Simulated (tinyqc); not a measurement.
# Changing the total dopant density N

Model: dopants and charged point defects at anneal temperature: Fermi-level effect, clustering and pairing. Computed by tinyqc, a small Python program. Command: `OMP_NUM_THREADS=1 python tinyqc.py 3026434 3026435 out.jsonl pairing sweep`. One thread of a shared host (Intel(R) Xeon(R) Processor @ 2.30GHz), about 0.01 s of CPU time with the checks.

Boltzmann statistics and full ionisation of active dopants. Energies are counted from the valence band; the defect (a vacancy or self-interstitial) has five charge states, with all degeneracy factors one.

Inputs (values chosen for the exercise, with bands modelled on germanium):
```
quantity                                         value    unit
gap at 0 K E_g0                                  0.754      eV
Varshni alpha                                 0.000466    eV/K
Varshni beta                                       243       K
electron mass m_e                                0.218     m_0
valleys M_c                                          4       -
hole mass m_h                                    0.353     m_0
anneal temperature T                               860       K
formation enthalpy of the neutral defect H_f      3.01      eV
formation entropy S_f                              7.5     k_B
site density N_s                               2.9e+22   cm^-3
intrinsic dopant diffusivity D_i               7.7e-13  cm^2/s
anneal time t                                     4000       s
```

Dopant: acceptor. Second part: pairing with a mobile impurity.

defect levels as fractions of E_g(T): (2+/+), (+/0), (0/-), (-/2-): 0.048  0.18  0.7  0.89

Constants: m_0 = 9.1093837015e-31 kg; k_B = 1.380649e-23 J/K; h = 6.62607015e-34 J s; k_B = 8.617333262e-05 eV/K.

Method:
- E_g = E_g0 - alpha T^2/(T + beta).
- N_c = 2 M_c (2 pi m_e k_B T/h^2)^(3/2) and N_v = 2 (2 pi m_h k_B T/h^2)^(3/2), masses in units of m_0.
- n_i = sqrt(N_c N_v) exp(-E_g/2 k_B T); E_i = E_g/2 + (k_B T/2) ln(N_v/N_c).
- No clustering: A = N.
- p = A/2 + sqrt(A^2/4 + n_i^2) for an active density A.
- chi = n/n_i (for acceptors n_i/p); E_F = E_i + k_B T ln chi; field enhancement h = 1 + A/sqrt(A^2 + 4 n_i^2).
- C_0 = N_s exp(S_f/k_B) exp(-H_f/k_B T). Ratios to the neutral state at E_F = E_i: r_+ = exp((E(+/0) - E_i)/k_B T), r_2+ = r_+ exp((E(2+/+) - E_i)/k_B T), r_- = exp((E_i - E(0/-))/k_B T), r_2- = r_- exp((E_i - E(-/2-))/k_B T); at other E_F state q scales as chi^(-q). The enhancement is sum r_q chi^(-q)/sum r_q. The charge on the defects is left out of neutrality.
- If every charge state of the defect carries the dopant equally well, D = D_i x enhancement x h x (active share A/N, a rough stand-in that overstates the dA/dN which immobile clusters call for), D_i being an input held fixed when T or H_f is moved; diffusion length 2 sqrt(D t).

One run for each value:
```
total dopant density N (cm^-3)  active density A (cm^-3)  enhancement over intrinsic       D/D_i  E_F (eV)  mean charge (e)
1.00e+17                                        1.00e+17                  1.0001e+00  1.0277e+00   0.19414           0.0089
3.00e+17                                        3.00e+17                  1.0012e+00  1.0839e+00   0.19005           0.0303
9.00e+17                                        9.00e+17                  1.0114e+00  1.2555e+00   0.17794           0.0945
3.00e+18                                        3.00e+18                  1.1198e+00  1.8344e+00   0.14023           0.3108
8.00e+18                                        8.00e+18                  1.6627e+00  3.1775e+00   0.08251           0.7213
2.00e+19                                        2.00e+19                  3.9385e+00  7.8140e+00   0.01753           1.2407
7.00e+19                                        7.00e+19                  2.6213e+01  5.2392e+01  -0.07476           1.7379
2.00e+20                                        2.00e+20                  1.7972e+02  3.5942e+02  -0.15251           1.9051
7.00e+20                                        7.00e+20                  2.0564e+03  4.1128e+03  -0.24535           1.9727
2.00e+21                                        2.00e+21                  1.6491e+04  3.2982e+04  -0.32315           1.9904
```

Over the rows, active density A (cm^-3) rises from 1.00e17 to 2.00e21 (exponent d ln y / d ln x about 1.0 throughout); enhancement over intrinsic rises from 1.00 to 16500 (exponent d ln y / d ln x 9.9e-4 between the first rows and 2.0 between the last); D/D_i rises from 1.03 to 33000 (exponent d ln y / d ln x 0.048 between the first rows and 2.0 between the last). The exponent of active density A stays at 1: no clustering.

Caution (rows 7.00e19, 2.00e20, 7.00e20, 2.00e21): the carrier density exceeds the effective density of states, where Boltzmann statistics understate the shift of E_F and so the density of charged defects (gap narrowing, also left out, works the other way). Caution (rows 2.00e20, 7.00e20, 2.00e21): so large an enhancement assumes that highly charged defects carry the dopant as well as neutral ones; measured enhancements are far smaller.
